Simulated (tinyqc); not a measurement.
Two-valley model of the transferred-electron effect. From peak-to-valley ratio back to satellite-valley mobility mu2. Computed by tinyqc, a small Python program. Command: `OMP_NUM_THREADS=1 python tinyqc.py 3023442 3023443 out.jsonl gunn inv`. One thread of a shared host (Intel(R) Xeon(R) Processor @ 2.30GHz), about 0.05 s of CPU time with the checks.

Both kinds of valley share one electron temperature T_e, and each has a constant mobility.

Inputs (values chosen for the exercise, modelled on GaAs):
```
quantity,value,unit
central-valley mass m1,0.066,m_0
satellite-valley mass m2,0.21,m_0
satellite valleys Z,4,-
valley separation dE,0.31,eV
central-valley mobility mu1,7600,cm^2/(V s)
energy relaxation time tau_E,0.98,ps
lattice temperature T,350,K
```

Solver: damped fixed point.

Constants: k_B = 8.617333262e-05 eV/K.

Method. Density-of-states ratio R = Z (m2/m1)^(3/2); n2/n1 = R exp(-dE/(k_B T_e)); mean mobility mu = (mu1 + mu2 n2/n1)/(1 + n2/n1); energy balance e mu F^2 = (3/2) k_B (T_e - T)/tau_E; v = mu F. Using T_e as the parameter, F(T_e) = sqrt(3 k_B (T_e - T)/(2 e mu tau_E)) and v = mu F; find the first maximum and the next minimum of v, and the most negative dv/dF between them.

Problem. A run gave the result below. Find the satellite-valley mobility mu2, known to lie between 100 and 310 cm^2/(V s).

peak-to-valley ratio = 1.047345

Solution.

Each step takes the trial c = (a f_b - b f_a)/(f_b - f_a), f being the result less the target and a, b, c the logarithms of the listed values; c replaces end b, the old b replaces a if the sign of f changed, and otherwise f_a is halved.

Scan of the range:
```
satellite-valley mobility mu2 (cm^2/(V s)),peak-to-valley ratio
100,1.06338
121,1.05796
146,1.05194
176,1.04528
213,1.03785
257,1.03002
310,1.02188
```

False position (Illinois rule, in the logarithm of the input) inside the bracket:
```
step,end a,end b,trial,peak-to-valley ratio
1,146.000,176.000,166.082,1.04741
2,176.000,166.082,166.394,1.04735
3,176.000,166.394,166.403,1.04734
4,166.394,166.403,166.398,1.04734
```

Peak-to-valley ratio falls at every point of a 13-point scan of the range (every second point is shown), so one value fits; it is bracketed by 146 and 176. Answer: satellite-valley mobility mu2 = 166.4 cm^2/(V s).
